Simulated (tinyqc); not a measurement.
Inside a calculation. Method: lattice vibrations of a chain. Computed by tinyqc, a small Python program that keeps every step. Command: `OMP_NUM_THREADS=1 python tinyqc.py 21036 21037 out.jsonl` (the two numbers bound the seeds that draw the settings). One thread of a shared host (Intel(R) Xeon(R) Processor @ 2.60GHz), about 0.01 s of CPU time with the checks.

## Dynamical matrix at q = 0.45

A chain moving along its axis:

| atom | mass (u) | spring to the next atom (eV/angstrom^2) |
|---|---|---|
| 1 | 68.900000 | 3.600000 |
| 2 | 30.000000 | 7.400000 |

q is in units of 2 pi/a. A spring k from atom i to atom j, n cells on, adds k to Phi_ii and Phi_jj, -k exp(2 pi i q n) to Phi_ij and the conjugate to Phi_ji (for one atom a cell: 2k (1 - cos 2 pi q n)); D_ij = Phi_ij / sqrt(m_i m_j).

D(q) (eV/(angstrom^2 u)):
```
                    1                   2
1            0.159652  0.075616+0.050297i
2  0.075616-0.050297i            0.366667
```

## Frequencies

omega^2 are the eigenvalues; wavenumber = 521.4708 sqrt(eigenvalue) 1/cm.

eigenvalues: 0.125459  0.400859

wavenumbers (1/cm): 184.7  330.2

weights |e|^2 of the mass-weighted modes:
```
          mode 1    mode 2
atom 1  0.875843  0.124157
atom 2  0.124157  0.875843
```

## Dispersion and heat capacity

C/k_B per atom = mean over q = (j + 1/2)/80, j = 0..39 and all branches of y^2 e^y/(e^y - 1)^2, y = hc wavenumber / k_B T.

Wavenumbers (1/cm):

| q | branch 1 | branch 2 |
|---|---|---|
| 0.000000 | 0.000000 | 378.315618 |
| 0.062500 | 31.953840 | 376.963737 |
| 0.125000 | 63.350237 | 372.973799 |
| 0.187500 | 93.579762 | 366.559047 |
| 0.250000 | 121.905507 | 358.136503 |
| 0.312500 | 147.331284 | 348.448274 |
| 0.375000 | 168.377883 | 338.779568 |
| 0.437500 | 182.841018 | 331.197629 |
| 0.500000 | 188.104783 | 328.236649 |

Heat capacity:

| T (K) | C/k_B per atom |
|---|---|
| 20 | 0.090508 |
| 50 | 0.240652 |
| 100 | 0.470116 |
| 200 | 0.764847 |
| 300 | 0.879287 |
| 600 | 0.966825 |
| 1200 | 0.991498 |

zero-point energy per atom = 14.538896 meV
